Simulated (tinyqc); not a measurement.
Kinetic Monte Carlo and master equation for a particle on a ring of sites with traps and bias: one step, computed by the program tinyqc.

6 sites on a ring, numbered 1 to 6. The saddle between i and i+1 lies at E0 + s b_i and site i at s eps_i; a force F tilts the landscape, with the saddle half-way.

Task: Steady state. Master equation dP/dt = W P, W_(i+1,i) = k right, W_(i-1,i) = k left, columns summing to zero. The steady state is its null vector; drift v = a sum P_i (k right - k left). D = a^2 lambda''(0)/2, where lambda(q) is the leading eigenvalue of W with right hops weighted by exp(q) and left hops by exp(-q). The slowest relaxation rate is minus the real part of the next eigenvalue of W. 1 angstrom = 1e-8 cm.

Inputs (values chosen for the exercise, for a model defect): temperature T = 530 K; site spacing a = 3.1 angstrom.

Disorder: site traps.

Rates, shares of right hops and mean stays:
```
site  k right (1/s)  k left (1/s)  share right  mean stay (s)
1           1544170      201537.9    0.8845523   5.728335e-07
2           1649006      215220.5    0.8845523   5.364156e-07
3            717595       93657.2    0.8845523   1.232662e-06
4           3180480      415101.4    0.8845523   2.781192e-07
5            564002       73610.9    0.8845523   1.568350e-06
6            702054       91628.8    0.8845523   1.259949e-06
```

Constants: k_B = 8.617333262e-05 eV/K.

Give: occupations P_i; drift velocity v; diffusivity D; slowest relaxation rate.

Result:

occupations P_i: 0.1051  0.0985  0.2262  0.0510  0.2879  0.2313

drift velocity v = 0.02626 cm/s

diffusivity D = 6.257e-10 cm^2/s

slowest relaxation rate = 6.556e+05 1/s
